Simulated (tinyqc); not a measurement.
# Drifting, spreading and decaying minority pulse (Haynes-Shockley), backward Euler time steps, step by step

Numbers from tinyqc (`OMP_NUM_THREADS=1 python tinyqc.py 2310041 2310042 out.jsonl`; about 0.01 s on one thread of a shared Intel Xeon 2.30GHz). Printed values are rounded.

Low injection in a uniform field: dn/dt = D d2n/dx2 - v dn/dx - n/tau with D = mu Vt and v = mu F towards +x. Exact solution on an infinite bar for a Gaussian start at x0: n = N0 exp(-t/tau) exp(-(x - x0 - v t)^2/(2 s^2))/sqrt(2 pi s^2), s^2 = s0^2 + 2 D t.

Inputs (values chosen for the exercise); mobility close to that of silicon at room temperature:

| symbol | value | unit | meaning |
|---|---|---|---|
| T | 300 | K | temperature |
| mu | 1350 | cm^2/(V s) | minority-carrier mobility |
| F | 2.1 | V/cm | sweep field along the drift |
| hx | 350 | um | mesh step |
| tau | 0.00032 | s | lifetime |
| N0 | 6e10 | cm^-2 | injected sheet density |
| dt | 2.1e-5 | s | time step |
| s0 | 320 | um | initial width (standard deviation) |

Constants: q = 1.602176634e-19 C, kB = 1.380649e-23 J/K, Vt = kB T/q. Results are converted to the units shown.

## Coefficients of the scheme

Exponentially fitted fluxes: d = F hx/Vt, B(d) = d/(exp(d) - 1), k = D dt/hx^2; (L n)_i = a n_(i-1) + b n_i + c n_(i+1) with a = k B(-d), c = k B(d), b = -a - c - dt/tau. Explicit steps keep n positive for dt up to 1/[(D/hx^2)(B(d) + B(-d)) + 1/tau].

D = 34.9002 cm^2/s
v = 2835 cm/s
d = 2.84311
a = 1.80620
b = -1.97703
c = 0.105201
positivity limit of dt = 1.06220e-5 s

dt is 2.0 times the explicit limit. On this mesh the fitted flux acts like a diffusion coefficient (d/2) coth(d/2) D = 1.60 D for a travelling pulse, before the error of the time steps.

## Initial pulse

Nodes x_i = i hx, i = 1 to 9, n = 0 at nodes 0 and 10; the Gaussian at t = 0 with x0 = 4 hx.

n at t = 0, node 1 to 9 (in units of 1e11 cm^-3): 0.03435  0.68364  4.11283  7.48017  4.11283  0.68364  0.03435  0.00052  0.00000

## Step 1: densities after a time step

(L n)_i = a n_(i-1) + b n_i + c n_(i+1), n = 0 beyond the ends. Backward Euler step: solve n(new) - L n(new) = n.

n at t = 1 dt, node 1 to 9 (in units of 1e11 cm^-3): 0.02225  0.30304  1.69513  3.67179  3.69863  2.52951  1.58087  0.98033  0.59478

## Step 2: densities after a time step

As before.

n at t = 2 dt, node 1 to 9 (in units of 1e11 cm^-3): 0.01222  0.13440  0.71279  1.75022  2.38803  2.37010  2.02552  1.59956  1.17026

## Course in time

The same steps, now on nodes 1 to 60 (n = 0 at nodes 0 and 61), for 24 steps; centre = sum x n/sum n. Deviations are from the exact pulse, as a share of its largest value on the nodes; a run counts as stable if they stay under 100 %.

Course of the iteration:
```
step  hx sum n (cm^-2)  centre (um)  most negative n (cm^-3), 0 if none  largest deviation (% of the peak)
1           5.62956e10      1958.92                                   0                               42.4
2           5.28245e10      2517.76                                   0                               47.8
3           4.95692e10      3076.56                                   0                               46.0
4           4.65155e10      3635.31                                   0                               48.5
5           4.36504e10      4194.04                                   0                               49.9
6           4.09620e10      4752.75                                   0                               48.6
7           3.84393e10      5311.44                                   0                               48.8
8           3.60720e10      5870.12                                   0                               49.8
9           3.38505e10      6428.77                                   0                               49.5
...                ...          ...                                 ...                                ...
16          2.16657e10      10323.9                                   0                               49.5
17          2.03103e10      10871.1                                   0                               49.0
18          1.90273e10      11412.1                                   0                               49.6
19          1.78086e10      11944.5                                   0                               49.6
20          1.66459e10      12465.9                                   0                               49.3
21          1.55316e10      12973.6                                   0                               49.3
22          1.44586e10      13464.8                                   0                               49.6
23          1.34209e10      13937.0                                   0                               49.4
24          1.24139e10      14387.8                                   0                               49.1
```

The run is stable. After 24 steps the deviation is 49 % of the peak. From step 1 to the last the centre has moved at 0.908 v and the content is 0.053 % below N0 exp(-t/tau). On an endless mesh these steps would give a speed of 0.938 v and a content of 1.05 times the exact one, from dt/tau = 0.0656 alone; the rest comes from the absorbing ends.
